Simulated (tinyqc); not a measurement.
Valley-orbit splitting of a donor ground state, with strain: one step, computed by the program tinyqc. Command: `OMP_NUM_THREADS=1 python tinyqc.py 3003520 3003521 out.jsonl valleyorbit walk`. One thread of a shared host (Intel(R) Xeon(R) Processor @ 2.30GHz), about 0.01 s of CPU time with the checks.

The basis is the 1s envelope in each valley; energies are counted from the unstrained conduction-band edge. The strain is e_s (a a^T - 1/3) for the unit stress axis a, so valley j along n_j moves by Xi_u e_s w_j with w_j = (n_j.a)^2 - 1/3: +1/3 for [111] and [-1-11], -1/3 for the others.

Task: Populations and ionisation. H_jj = -(E_0 + Lambda) + Xi_u e_s w_j; H_jk = -Delta_1 between any two valleys. z = sum over levels of exp(-(E - E_ground)/k_B T), the ground-state share being 1/z; N_c = 2 (2 pi m_e k_B T/h^2)^(3/2) sum_j exp(-(shift_j - lowest shift)/k_B T); n1 = N_c/(2 z) exp(-binding/k_B T), binding = lowest shift - E_ground; without compensation n = 2 N_D/(1 + sqrt(1 + 4 N_D/n1)) (Boltzmann statistics; p and higher states left out).

Inputs (values chosen for the exercise, modelled on donors in germanium):
```
quantity                                    value   unit
single-valley binding energy E_0             9.93    meV
central-cell shift Lambda                    0.69    meV
coupling Delta_1                             0.44    meV
shear deformation potential Xi_u             15.7     eV
shear strain e_s                          0.00065      -
temperature T                                 200      K
donor density N_D                         4.9e+16  cm^-3
density-of-states mass of one valley m_e    0.214    m_0
```

Valleys: four along <111>. Stress axis: [110].

Constants: k_B = 8.617333262e-05 eV/K; m_0 = 9.1093837015e-31 kg; k_B = 1.380649e-23 J/K; h = 6.62607015e-34 J s.

Give: partition sum z; share of neutral donors in the ground state; N_c; n1; free electrons n.

Result:

partition sum z = 3.245

share of neutral donors in the ground state = 0.3081

N_c = 4.527e+18 cm^-3

n1 = 3.647e+17 cm^-3

free electrons n = 4.375e+16 cm^-3

Caution: k_B T exceeds a third of E_0, so the p and higher states, left out, hold part of the bound electrons. Caution: at this donor density neighbouring orbits begin to overlap and the depth shrinks, which a fixed level leaves out.
